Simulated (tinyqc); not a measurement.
Inside a calculation. Method: CCSD on RHF in the 6-31g basis, for H3-, spin multiplicity 1. The basis has no diffuse functions, so it cannot describe the extra electron: this is an exercise in the method, not the real anion. Computed by tinyqc, a small Python program that keeps every step (integrals from PySCF). Settings: charge = -1, multiplicity = 1, basis = 6-31g, method = RHF, energy threshold = 1e-10, iteration cap = 83, orthogonalisation = symmetric, start = Wolfsberg-Helmholz matrix, DIIS depth = 6, amplitude equations = CCSD, DIIS depth for amplitudes = 4, cap on updates = 86. Command: `OMP_NUM_THREADS=1 python tinyqc.py 27437 27438 out.jsonl` (the two numbers bound the seeds that draw the settings). One thread of a shared host (Intel(R) Xeon(R) Processor @ 2.60GHz), about 0.2 s of CPU time with the checks. The early iterations of the SCF are left out here.

## One-electron integrals

Geometry (angstrom):
```
atom       x       y        z
H     0.0000  0.0000   0.0000
H     0.0000  0.0000   1.1100
H     0.0000  0.0000  -1.1100
```

Basis 6-31g: exponents (1/bohr^2) and contraction coefficients of normalised primitives:
```
element  l (shell)  exponent  coefficient
H            s (1)   18.7311       0.0335
H            s (1)    2.8254       0.2347
H            s (1)    0.6401       0.8138
H            s (2)    0.1613       1.0000
```

Overlap, kinetic and nuclear-attraction integrals over the contracted functions; the nuclear repulsion is the sum of Za Zb / Rab.

nuclear repulsion = 1.191841 hartree

overlap S, order 1H 1s, 1H 2s, 2H 1s, 2H 2s, 3H 1s, 3H 2s:
$$\begin{pmatrix}
1.0000 & 0.6583 & 0.1891 & 0.3693 & 0.1891 & 0.3693 \\
0.6583 & 1.0000 & 0.3693 & 0.7013 & 0.3693 & 0.7013 \\
0.1891 & 0.3693 & 1.0000 & 0.6583 & 0.0024 & 0.0656 \\
0.3693 & 0.7013 & 0.6583 & 1.0000 & 0.0656 & 0.2419 \\
0.1891 & 0.3693 & 0.0024 & 0.0656 & 1.0000 & 0.6583 \\
0.3693 & 0.7013 & 0.0656 & 0.2419 & 0.6583 & 1.0000
\end{pmatrix}$$

kinetic energy T (hartree), order 1H 1s, 1H 2s, 2H 1s, 2H 2s, 3H 1s, 3H 2s:
$$\begin{pmatrix}
1.3957 & 0.2597 & -0.0150 & 0.0893 & -0.0150 & 0.0893 \\
0.2597 & 0.2419 & 0.0893 & 0.1295 & 0.0893 & 0.1295 \\
-0.0150 & 0.0893 & 1.3957 & 0.2597 & -0.0065 & -0.0138 \\
0.0893 & 0.1295 & 0.2597 & 0.2419 & -0.0138 & 0.0032 \\
-0.0150 & 0.0893 & -0.0065 & -0.0138 & 1.3957 & 0.2597 \\
0.0893 & 0.1295 & -0.0138 & 0.0032 & 0.2597 & 0.2419
\end{pmatrix}$$

nuclear attraction V (hartree), order 1H 1s, 1H 2s, 2H 1s, 2H 2s, 3H 1s, 3H 2s:
$$\begin{pmatrix}
-2.6062 & -1.3656 & -0.4072 & -0.7548 & -0.4072 & -0.7548 \\
-1.3656 & -1.5066 & -0.7034 & -1.0233 & -0.7034 & -1.0233 \\
-0.4072 & -0.7034 & -2.3681 & -1.2109 & -0.0053 & -0.1259 \\
-0.7548 & -1.0233 & -1.2109 & -1.3119 & -0.1259 & -0.3644 \\
-0.4072 & -0.7034 & -0.0053 & -0.1259 & -2.3681 & -1.2109 \\
-0.7548 & -1.0233 & -0.1259 & -0.3644 & -1.2109 & -1.3119
\end{pmatrix}$$

core Hamiltonian H = T + V (hartree), order 1H 1s, 1H 2s, 2H 1s, 2H 2s, 3H 1s, 3H 2s:
$$\begin{pmatrix}
-1.2105 & -1.1058 & -0.4221 & -0.6656 & -0.4221 & -0.6656 \\
-1.1058 & -1.2647 & -0.6142 & -0.8938 & -0.6142 & -0.8938 \\
-0.4221 & -0.6142 & -0.9724 & -0.9511 & -0.0118 & -0.1397 \\
-0.6656 & -0.8938 & -0.9511 & -1.0700 & -0.1397 & -0.3613 \\
-0.4221 & -0.6142 & -0.0118 & -0.1397 & -0.9724 & -0.9511 \\
-0.6656 & -0.8938 & -0.1397 & -0.3613 & -0.9511 & -1.0700
\end{pmatrix}$$

## Two-electron integrals

Functions are numbered as in S; the eight-fold symmetry (ij|kl) = (ji|kl) = (kl|ij) leaves the list below.

Two-electron integrals (ij|kl) in chemists' order, unique and non-zero (hartree):
```
(11|11) 1.0766     (21|11) 0.5785     (21|21) 0.3294     (22|11) 0.5874
(22|21) 0.3613     (22|22) 0.4532     (31|11) 0.1466     (31|21) 0.0863
(31|22) 0.0993     (31|31) 0.0329     (32|11) 0.2006     (32|21) 0.1262
(32|22) 0.1638     (32|31) 0.0532     (32|32) 0.1026     (33|11) 0.4723
(33|21) 0.3054     (33|22) 0.4181     (33|31) 0.1466     (33|32) 0.3139
(33|33) 1.0766     (41|11) 0.3139     (41|21) 0.1801     (41|22) 0.2000
(41|31) 0.0532     (41|32) 0.0802     (41|33) 0.2006     (41|41) 0.1026
(42|11) 0.3743     (42|21) 0.2329     (42|22) 0.3000     (42|31) 0.0762
(42|32) 0.1370     (42|33) 0.3743     (42|41) 0.1370     (42|42) 0.2229
(43|11) 0.3054     (43|21) 0.1960     (43|22) 0.2669     (43|31) 0.0863
(43|32) 0.1801     (43|33) 0.5785     (43|41) 0.1262     (43|42) 0.2329
(43|43) 0.3294     (44|11) 0.4181     (44|21) 0.2669     (44|22) 0.3654
(44|31) 0.0993     (44|32) 0.2000     (44|33) 0.5874     (44|41) 0.1638
(44|42) 0.3000     (44|43) 0.3613     (44|44) 0.4532     (51|11) 0.1466
(51|21) 0.0863     (51|22) 0.0993     (51|31) 0.0172     (51|32) 0.0254
(51|33) 0.0605     (51|41) 0.0425     (51|42) 0.0552     (51|43) 0.0398
(51|44) 0.0590     (51|51) 0.0329     (52|11) 0.2006     (52|21) 0.1262
(52|22) 0.1638     (52|31) 0.0254     (52|32) 0.0399     (52|33) 0.0971
(52|41) 0.0618     (52|42) 0.0884     (52|43) 0.0639     (52|44) 0.0962
(52|51) 0.0532     (52|52) 0.1026     (53|11) 0.0023     (53|21) 0.0013
(53|22) 0.0014     (53|31) 3.36e-04   (53|32) 4.75e-04   (53|33) 0.0011
(53|41) 0.0007     (53|42) 0.0009     (53|43) 0.0007     (53|44) 0.0010
(53|51) 3.36e-04   (53|52) 4.75e-04   (53|53) 5.16e-06   (54|11) 0.0417
(54|21) 0.0256     (54|22) 0.0315     (54|31) 0.0052     (54|32) 0.0080
(54|33) 0.0193     (54|41) 0.0127     (54|42) 0.0174     (54|43) 0.0127
(54|44) 0.0189     (54|51) 0.0099     (54|52) 0.0176     (54|53) 9.75e-05
(54|54) 0.0032     (55|11) 0.4723     (55|21) 0.3054     (55|22) 0.4181
(55|31) 0.0605     (55|32) 0.0971     (55|33) 0.2384     (55|41) 0.1474
(55|42) 0.2182     (55|43) 0.1569     (55|44) 0.2379     (55|51) 0.1466
(55|52) 0.3139     (55|53) 0.0011     (55|54) 0.0506     (55|55) 1.0766
(61|11) 0.3139     (61|21) 0.1801     (61|22) 0.2000     (61|31) 0.0425
(61|32) 0.0618     (61|33) 0.1474     (61|41) 0.0948     (61|42) 0.1220
(61|43) 0.0958     (61|44) 0.1356     (61|51) 0.0532     (61|52) 0.0802
(61|53) 0.0007     (61|54) 0.0159     (61|55) 0.2006     (61|61) 0.1026
(62|11) 0.3743     (62|21) 0.2329     (62|22) 0.3000     (62|31) 0.0552
(62|32) 0.0884     (62|33) 0.2182     (62|41) 0.1220     (62|42) 0.1797
(62|43) 0.1422     (62|44) 0.2064     (62|51) 0.0762     (62|52) 0.1370
(62|53) 0.0009     (62|54) 0.0249     (62|55) 0.3743     (62|61) 0.1370
(62|62) 0.2229     (63|11) 0.0417     (63|21) 0.0256     (63|22) 0.0315
(63|31) 0.0099     (63|32) 0.0176     (63|33) 0.0506     (63|41) 0.0159
(63|42) 0.0249     (63|43) 0.0297     (63|44) 0.0341     (63|51) 0.0052
(63|52) 0.0080     (63|53) 9.75e-05   (63|54) 0.0016     (63|55) 0.0193
(63|61) 0.0127     (63|62) 0.0174     (63|63) 0.0032     (64|11) 0.1421
(64|21) 0.0874     (64|22) 0.1096     (64|31) 0.0240     (64|32) 0.0396
(64|33) 0.1011     (64|41) 0.0484     (64|42) 0.0726     (64|43) 0.0646
(64|44) 0.0884     (64|51) 0.0240     (64|52) 0.0396     (64|53) 3.32e-04
(64|54) 0.0076     (64|55) 0.1011     (64|61) 0.0484     (64|62) 0.0726
(64|63) 0.0076     (64|64) 0.0265     (65|11) 0.3054     (65|21) 0.1960
(65|22) 0.2669     (65|31) 0.0398     (65|32) 0.0639     (65|33) 0.1569
(65|41) 0.0958     (65|42) 0.1422     (65|43) 0.1033     (65|44) 0.1563
(65|51) 0.0863     (65|52) 0.1801     (65|53) 0.0007     (65|54) 0.0297
(65|55) 0.5785     (65|61) 0.1262     (65|62) 0.2329     (65|63) 0.0127
(65|64) 0.0646     (65|65) 0.3294     (66|11) 0.4181     (66|21) 0.2669
(66|22) 0.3654     (66|31) 0.0590     (66|32) 0.0962     (66|33) 0.2379
(66|41) 0.1356     (66|42) 0.2064     (66|43) 0.1563     (66|44) 0.2343
(66|51) 0.0993     (66|52) 0.2000     (66|53) 0.0010     (66|54) 0.0341
(66|55) 0.5874     (66|61) 0.1638     (66|62) 0.3000     (66|63) 0.0189
(66|64) 0.0884     (66|65) 0.3613     (66|66) 0.4532
```

## Orthogonalisation

S = U s U^T; symmetric (Loewdin) form X = U s^(-1/2) U^T, so that X^T S X = 1.

eigenvalues of S: [0.0770, 0.2731, 0.4082, 0.7784, 1.4826, 2.9807]

X, order 1H 1s, 1H 2s, 2H 1s, 2H 2s, 3H 1s, 3H 2s:
$$\begin{pmatrix}
1.2756 & -0.6047 & -0.0142 & 0.0719 & -0.0142 & 0.0719 \\
-0.6047 & 2.4022 & 0.0021 & -0.8829 & 0.0021 & -0.8829 \\
-0.0142 & 0.0021 & 1.2553 & -0.4951 & -0.0039 & 0.0401 \\
0.0719 & -0.8829 & -0.4951 & 1.7145 & 0.0401 & 0.2390 \\
-0.0142 & 0.0021 & -0.0039 & 0.0401 & 1.2553 & -0.4951 \\
0.0719 & -0.8829 & 0.0401 & 0.2390 & -0.4951 & 1.7145
\end{pmatrix}$$

## Iteration 7 (converged): orbitals

converged F (hartree), order 1H 1s, 1H 2s, 2H 1s, 2H 2s, 3H 1s, 3H 2s:
$$\begin{pmatrix}
0.4159 & -0.2423 & -0.2549 & -0.2407 & -0.2549 & -0.2407 \\
-0.2423 & -0.1018 & -0.2316 & -0.1350 & -0.2316 & -0.1350 \\
-0.2549 & -0.2316 & 0.4314 & -0.2319 & 0.0009 & -0.0740 \\
-0.2407 & -0.1350 & -0.2319 & -0.0453 & -0.0740 & -0.0983 \\
-0.2549 & -0.2316 & 0.0009 & -0.0740 & 0.4314 & -0.2319 \\
-0.2407 & -0.1350 & -0.0740 & -0.0983 & -0.2319 & -0.0453
\end{pmatrix}$$

Diagonalise F' = X^T F X, C = X C', fill 2 alpha and 2 beta electrons from the bottom; D = 2 C_occ C_occ^T. Each column has its largest component positive (the first on a tie).

F' = X^T F X (hartree):
$$\begin{pmatrix}
0.9588 & -0.6105 & -0.1713 & -0.0784 & -0.1713 & -0.0784 \\
-0.6105 & 0.6748 & -0.1343 & -0.1954 & -0.1343 & -0.1954 \\
-0.1713 & -0.1343 & 0.9581 & -0.6121 & 0.0475 & 0.0586 \\
-0.0784 & -0.1954 & -0.6121 & 0.4689 & 0.0586 & -0.0194 \\
-0.1713 & -0.1343 & 0.0475 & 0.0586 & 0.9581 & -0.6121 \\
-0.0784 & -0.1954 & 0.0586 & -0.0194 & -0.6121 & 0.4689
\end{pmatrix}$$

orbital energies (hartree): MO1 -0.2565, MO2 -0.0038, MO3 0.5425, MO4 1.2888, MO5 1.4026, MO6 1.5140

coefficients C, order 1H 1s, 1H 2s, 2H 1s, 2H 2s, 3H 1s, 3H 2s:
$$\begin{pmatrix}
0.2510 & 0.0000 & 0.2279 & 0.6742 & 0.0000 & -1.1975 \\
0.2807 & 0.0000 & 1.8081 & -0.7412 & 0.0000 & 1.9489 \\
0.1760 & 0.2215 & -0.0411 & 0.7652 & 0.9418 & 0.5182 \\
0.2585 & 0.6174 & -1.2281 & -0.3790 & -0.9223 & -1.0381 \\
0.1760 & -0.2215 & -0.0411 & 0.7652 & -0.9418 & 0.5182 \\
0.2585 & -0.6174 & -1.2281 & -0.3790 & 0.9223 & -1.0381
\end{pmatrix}$$

D after iteration 7, order 1H 1s, 1H 2s, 2H 1s, 2H 2s, 3H 1s, 3H 2s:
$$\begin{pmatrix}
0.1260 & 0.1409 & 0.0883 & 0.1297 & 0.0883 & 0.1297 \\
0.1409 & 0.1576 & 0.0988 & 0.1451 & 0.0988 & 0.1451 \\
0.0883 & 0.0988 & 0.1600 & 0.3644 & -0.0361 & -0.1825 \\
0.1297 & 0.1451 & 0.3644 & 0.8960 & -0.1825 & -0.6288 \\
0.0883 & 0.0988 & -0.0361 & -0.1825 & 0.1600 & 0.3644 \\
0.1297 & 0.1451 & -0.1825 & -0.6288 & 0.3644 & 0.8960
\end{pmatrix}$$

## Convergence

Stop when the energy changes by less than 1e-10 hartree and every element of the error matrix X^T (F D S - S D F) X is below 3e-06.

Course of the cycle:
```
iteration  E (hartree)     change  largest element of the error matrix
1            -1.379849          -                             3.50e-01
2            -1.553597  -1.74e-01                             4.88e-02
3            -1.557103  -3.51e-03                             4.18e-03
4            -1.557132  -2.91e-05                             2.54e-04
5            -1.557132  -1.34e-07                             1.35e-05
6            -1.557132  -4.96e-10                             2.88e-07
7            -1.557132  -2.35e-13                             1.03e-09
```

PySCF RHF in the same basis = -1.557132 hartree

Converged in 7 iterations.

## Integrals over molecular orbitals

(pq|rs) = sum C_ip C_jq C_kr C_ls (ij|kl), one index at a time.

one-electron integrals over orbitals h = C^T H C (hartree):
$$\begin{pmatrix}
-1.4104 & 0.0000 & -0.1553 & -0.1545 & 0.0000 & 0.0452 \\
0.0000 & -1.0783 & 0.0000 & 0.0000 & -0.2058 & 0.0000 \\
-0.1553 & 0.0000 & -0.7674 & 0.0475 & 0.0000 & 0.2622 \\
-0.1545 & 0.0000 & 0.0475 & -0.2399 & 0.0000 & 0.0154 \\
0.0000 & -0.2058 & 0.0000 & 0.0000 & -0.0905 & 0.0000 \\
0.0452 & 0.0000 & 0.2622 & 0.0154 & 0.0000 & -0.1536
\end{pmatrix}$$

Two-electron integrals over orbitals (pq|rs), unique and non-zero (hartree):
```
(11|11) 0.4792    (21|21) 0.1222    (22|11) 0.3985    (22|22) 0.3998
(31|11) 0.0774    (31|22) -0.0006   (31|31) 0.0741    (32|21) -0.0790
(32|32) 0.0762    (33|11) 0.3838    (33|22) 0.3463    (33|31) 0.0356
(33|33) 0.3479    (41|11) 0.0760    (41|22) 0.0671    (41|31) 0.0085
(41|33) 0.0474    (41|41) 0.0566    (42|21) 0.0557    (42|32) -0.0298
(42|42) 0.0543    (43|11) -0.0101   (43|22) -0.0243   (43|31) 0.0125
(43|33) -0.0019   (43|41) -0.0017   (43|43) 0.0206    (44|11) 0.4293
(44|22) 0.3905    (44|31) 0.0387    (44|33) 0.3502    (44|41) 0.0763
(44|43) -0.0253   (44|44) 0.4255    (51|21) 0.0533    (51|32) -0.0250
(51|42) 0.0510    (51|51) 0.0489    (52|11) 0.0857    (52|22) 0.0878
(52|31) -0.0007   (52|33) 0.0443    (52|41) 0.0562    (52|43) -0.0221
(52|44) 0.1009    (52|52) 0.0777    (53|21) -0.0017   (53|32) -0.0110
(53|42) -0.0208   (53|51) -0.0202   (53|53) 0.0218    (54|21) 0.1348
(54|32) -0.0880   (54|42) 0.0810    (54|51) 0.0771    (54|53) -0.0133
(54|54) 0.1771    (55|11) 0.4001    (55|22) 0.4097    (55|31) -0.0073
(55|33) 0.3382    (55|41) 0.0900    (55|43) -0.0345   (55|44) 0.4216
(55|52) 0.1224    (55|55) 0.4606    (61|11) -0.0381   (61|22) 0.0216
(61|31) -0.0554   (61|33) -0.0326   (61|41) -0.0087   (61|43) -0.0324
(61|44) 0.0022    (61|52) 0.0251    (61|55) 0.0402    (61|61) 0.0797
(62|21) 0.0502    (62|32) -0.0234   (62|42) 0.0403    (62|51) 0.0395
(62|53) -0.0184   (62|54) 0.0692    (62|62) 0.0377    (63|11) -0.1159
(63|22) -0.0546   (63|31) -0.0585   (63|33) -0.0664   (63|41) -0.0475
(63|43) -0.0093   (63|44) -0.0874   (63|52) -0.0380   (63|55) -0.0600
(63|61) 0.0519    (63|63) 0.0840    (64|11) -0.0304   (64|22) 0.0386
(64|31) -0.0647   (64|33) -0.0173   (64|41) 0.0158    (64|43) -0.0266
(64|44) 0.0117    (64|52) 0.0413    (64|55) 0.0703    (64|61) 0.0725
(64|63) 0.0425    (64|64) 0.0917    (65|21) 0.0954    (65|32) -0.0683
(65|42) 0.0610    (65|51) 0.0570    (65|53) -0.0073   (65|54) 0.1275
(65|62) 0.0479    (65|65) 0.0963    (66|11) 0.5033    (66|22) 0.3892
(66|31) 0.1087    (66|33) 0.4064    (66|41) 0.1051    (66|43) 0.0140
(66|44) 0.4487    (66|52) 0.0884    (66|55) 0.4007    (66|61) -0.0974
(66|63) -0.1673   (66|64) -0.0753   (66|66) 0.6081
```

## CCSD: starting amplitudes

t_ij^ab = <ij||ab> / (e_i + e_j - e_a - e_b), whose energy is MP2.

Starting amplitudes (spin orbitals 1a, 1b, ...; amplitudes related by a flip of all spins are not repeated):
```
from      to         t
2a 2b  3a 3b   -0.0697
1a 1b  3a 3b   -0.0464
2a 2b  5a 5b   -0.0276
1a 1b  6a 6b   -0.0225
1a 1b  3a 6b    0.0216
2a 2b  4a 4b   -0.0210
1a 2b  4a 5b   -0.0191
1a 1b  4a 4b   -0.0183
1a 2b  4b 5a    0.0173
2a 2b  3a 4b    0.0162
1a 1b  5a 5b   -0.0147
2a 2b  4a 6b   -0.0143
1a 2b  5a 6b   -0.0124
2a 2b  6a 6b   -0.0124
1a 2b  3b 5a   -0.0113
2a 2b  3a 6b    0.0113
1a 2a  3a 5a   -0.0110
1a 2b  5b 6a    0.0079
1a 2a  5a 6a   -0.0045
1a 1b  3a 4b   -0.0036
1a 1b  4a 6b    0.0026
1a 2a  4a 5a   -0.0018
1a 2b  3a 5b  3.33e-04
```

correlation energy = -0.027748 hartree

## CCSD: amplitude update 1

t_i^a D_i^a and t_ij^ab D_ij^ab are set to the remaining terms of the spin-orbital equations, evaluated with the old amplitudes; for the doubles these are <ij||ab> + 1/2 <ab||ef> t_ij^ef + 1/2 <mn||ij> t_mn^ab + P(ij)P(ab) <mb||ej> t_im^ae + terms in t^2 + terms with t1, D the orbital-energy denominators.

Amplitudes after update 1 (spin orbitals 1a, 1b, ...; amplitudes related by a flip of all spins are not repeated; the 24 largest):
```
from      to        t
2a 2b  3a 3b  -0.0924
1a 1b  3a 3b  -0.0580
2a 2b  5a 5b  -0.0332
1a 1b  3a 6b   0.0286
1a 1b  6a 6b  -0.0259
2a 2b  4a 4b  -0.0254
1a 2b  4a 5b  -0.0239
2a 2b  3a 4b   0.0222
1a 1b  4a 4b  -0.0219
1a 2b  4b 5a   0.0215
2a 2b  4a 6b  -0.0185
1a 1b  5a 5b  -0.0173
1a 2b  5a 6b  -0.0160
1a 2b  3b 5a  -0.0150
2a 2b  3a 6b   0.0132
1a 2a  3a 5a  -0.0121
2a 2b  6a 6b  -0.0117
1a 2b  5b 6a   0.0107
1a        3a   0.0087
1a 2a  5a 6a  -0.0053
2a        5a   0.0042
1a 1b  3a 4b  -0.0040
1a        4a   0.0037
1a 2b  3a 5b   0.0028
```

correlation energy = -0.034790 hartree

## CCSD: amplitude update 2

As before.

Amplitudes after update 2 (spin orbitals 1a, 1b, ...; amplitudes related by a flip of all spins are not repeated; the 24 largest):
```
from      to        t
2a 2b  3a 3b  -0.1012
1a 1b  3a 3b  -0.0606
2a 2b  5a 5b  -0.0346
1a 1b  3a 6b   0.0313
1a 1b  6a 6b  -0.0270
2a 2b  4a 4b  -0.0267
1a 2b  4a 5b  -0.0249
2a 2b  3a 4b   0.0246
1a 1b  4a 4b  -0.0226
1a 2b  4b 5a   0.0223
2a 2b  4a 6b  -0.0197
1a 1b  5a 5b  -0.0178
1a 2b  5a 6b  -0.0169
1a 2b  3b 5a  -0.0163
2a 2b  3a 6b   0.0143
1a        3a   0.0136
1a 2a  3a 5a  -0.0120
2a 2b  6a 6b  -0.0114
1a 2b  5b 6a   0.0114
2a        5a   0.0059
1a 2a  5a 6a  -0.0055
1a        4a   0.0053
1a 2b  3a 5b   0.0043
1a 1b  3a 4b  -0.0039
```

correlation energy = -0.036910 hartree

## CCSD: convergence

E_corr = 1/4 sum <ij||ab> t_ij^ab + 1/2 sum <ij||ab> t_i^a t_j^b; stop when the norm of the change is below 1e-8.

Course of the amplitude iterations:
```
update  correlation energy (hartree)  norm of the change
0                          -0.027748                   -
1                          -0.034790            6.83e-02
2                          -0.036910            2.46e-02
3                          -0.038075            1.04e-02
4                          -0.038064            1.90e-03
5                          -0.038061            3.18e-04
6                          -0.038060            4.17e-05
7                          -0.038060            7.64e-06
8                          -0.038060            1.12e-06
9                          -0.038060            2.96e-07
10                         -0.038060            1.26e-07
11                         -0.038060            5.46e-08
12                         -0.038060            7.47e-09
```

Converged amplitudes (spin orbitals 1a, 1b, ...; amplitudes related by a flip of all spins are not repeated; the 24 largest):
```
from      to        t
2a 2b  3a 3b  -0.1092
1a 1b  3a 3b  -0.0601
2a 2b  5a 5b  -0.0348
1a 1b  3a 6b   0.0328
1a 1b  6a 6b  -0.0280
2a 2b  4a 4b  -0.0271
2a 2b  3a 4b   0.0268
1a 2b  4a 5b  -0.0252
1a 1b  4a 4b  -0.0226
1a 2b  4b 5a   0.0224
2a 2b  4a 6b  -0.0202
1a        3a   0.0188
1a 1b  5a 5b  -0.0177
1a 2b  3b 5a  -0.0173
1a 2b  5a 6b  -0.0172
2a 2b  3a 6b   0.0154
1a 2a  3a 5a  -0.0117
1a 2b  5b 6a   0.0115
2a 2b  6a 6b  -0.0110
2a        5a   0.0070
1a        4a   0.0060
1a 2a  5a 6a  -0.0057
1a 2b  3a 5b   0.0056
1a        6a  -0.0040
```

CCSD total energy = -1.595193 hartree

T1 diagnostic, norm of the one-spin t1 over sqrt(correlated electrons) = 0.0107

Converged in 12 updates, with DIIS from the third.
